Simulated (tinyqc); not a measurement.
Delta-doped HEMT, charge control: effect of the gate voltage.

A two-dimensional electron gas of density ns under a barrier. EF and the subbands are counted from the conduction-band edge of the channel at the interface. Two subbands of a triangular well with an infinite wall, parabolic band, no carriers in the barrier.

Fully depleted barrier with eb = ebr: Vp = q ND (d - ds)/(eps0 eb); donors per area ND; Voff = phiB - dEc - Vp. F = q (eta ns + Nb)/(eps0 ec) in eV/nm; E_k = a_k (C F^2/me)^(1/3), a_0 = 2.338107, a_1 = 4.087949, C = hbar^2/(2 m0); D = me m0 q/(pi hbar^2); ns = D Vt [ln(1 + exp((EF - E_0)/Vt)) + ln(1 + exp((EF - E_1)/Vt))], which gives EF = E_0 + Vt ln{2 s/[(1 + u) + sqrt((1 + u)^2 + 4 u s)]} with s = exp(ns/(D Vt)) - 1, u = exp((E_0 - E_1)/Vt). Charge control: ns + Nb = eps0 eb (Vg - Voff - EF)/(q d). Gate capacitance C = q dns/dVg = eps0 eb/(d + dd), dd = (eps0 eb/q) dEF/dns.

Inputs (values chosen for the exercise); material values close to those of InGaP on GaAs:
```
symbol   value   unit                                                  meaning
T          400      K                                              temperature
d           31     nm                   barrier thickness from gate to channel
ds           3     nm                       undoped spacer next to the channel
me      0.0653     m0                             electron mass in the channel
ec        13.2                            relative permittivity of the channel
ebr         12                            relative permittivity of the barrier
phiB     0.947     eV                               barrier height of the gate
dEc      0.132     eV                                   conduction-band offset
ND      4.6e12  cm^-2  sheet density of the donor plane at ds from the channel
eta        0.6                  share of ns that counts in the confining field
Nb           0  cm^-2                           depletion charge of the buffer
```

Constants: q = 1.602176634e-19 C, kB = 1.380649e-23 J/K, hbar = 1.054571817e-34 J s, m0 = 9.1093837015e-31 kg, Vt = kB T/q, eps0 = 8.8541878128e-14 F/cm where lengths are in cm, hbar^2/(2 m0) = 0.0380998212 eV nm^2. Results are converted to the units shown.

The same in every row: Voff (V) = -1.127.

Results:
```
Vg (V)	ns (cm^-2)	EF (eV)	EF - E_0 (eV)	second subband (%)	dd (nm)	C (uF/cm^2)	EF/dEc
-1.28	1.499e10	-0.1598	-0.1646	47.39	172.4	0.05224	-1.211
-1.1	1.657e11	-0.05025	-0.07427	37.76	22.69	0.1979	-0.3807
-0.93	4.053e11	0.007742	-0.03586	29.81	12.25	0.2457	0.05865
-0.75	6.944e11	0.05263	-0.009796	24.02	8.898	0.2663	0.3987
-0.4	1.297e12	0.1207	0.02598	17.43	6.525	0.2831	0.9143
-0.23	1.600e12	0.1491	0.04023	15.50	5.979	0.2873	1.130
-0.05	1.925e12	0.1774	0.05418	14.00	5.576	0.2905	1.344
0.12	2.234e12	0.2027	0.06665	12.95	5.296	0.2927	1.536
0.3	2.564e12	0.2285	0.07932	12.12	5.069	0.2946	1.731
```

Estimate the missing row, Vg = -0.58 V.

Computed row:
```
Vg (V)	ns (cm^-2)	EF (eV)	EF - E_0 (eV)	second subband (%)	dd (nm)	C (uF/cm^2)	EF/dEc
-0.58	9.828e11	0.08778	0.009086	20.25	7.423	0.2765	0.6650
```

With this row back in the table: As Vg goes from -1.28 to 0.3, ns rises from 1.50e10 to 2.56e12 cm^-2, EF rises from -0.160 to 0.228 eV and C rises from 0.0522 to 0.295 uF/cm^2. In the last row C is 85.9 % of eps0 eb/d. The line through the last two rows reaches ns = 0 at Vg = -1.10 V, above Voff = -1.13 V since part of the gate voltage goes into raising EF. EF exceeds the band offset for Vg = -0.23, -0.05, 0.12, 0.3, where the model no longer holds. For Vg = -0.4 EF is within a fifth of the offset, so the levels of an infinite wall are unreliable. The second subband holds over 20 % for Vg = -1.28, -1.1, -0.93, -0.75, -0.58, where the higher subbands left out would add electrons. For Vg = -0.75, -0.58, -0.4 the band minimum in the barrier comes within 3 Vt of EF or below it, so the barrier is no longer depleted and takes electrons that the model puts in the channel.

Program tinyqc, `OMP_NUM_THREADS=1 python tinyqc.py 2180103 2180104 out.jsonl`; Intel Xeon 2.30GHz, shared host, one thread, about 0.01 s.
